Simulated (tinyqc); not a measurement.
# Film and buried-oxide thickness from two coupling ratios

Question. In a depleted film -dVT/dVb is k1 = Cs Cbox/(Cox (Cs + Cbox)) for a front channel and k2 = Cbox (Cox + Cs)/(Cox Cs) for a back channel, with Cox = eps0 eox/tox, Cs = eps0 eps_r/ts, Cbox = 3.9 eps0/tb. Find ts and tb.

Parameters, values chosen for the exercise; band and dielectric values close to those of silicon: relative permittivity eps_r = 11.8; relative permittivity of the gate insulator (close to silicon nitride) eox = 7.7; insulator thickness tox = 6.5 nm.

coupling ratios for a front and a back channel: 0.13036259  0.78415282

Answer. With y = Cox/Cs and z = Cox/Cbox, 1/k1 = y + z and k2 = (1 + y)/z, so y = (k2/k1 - 1)/(1 + k2); the thicknesses follow from y and z.

ts = 28.0 nm
tb = 16.0 nm

Computed by the program tinyqc: `OMP_NUM_THREADS=1 python tinyqc.py 2190099 2190100 out.jsonl`, one thread of a shared Intel Xeon 2.30GHz, about 0.3 s for the whole run.
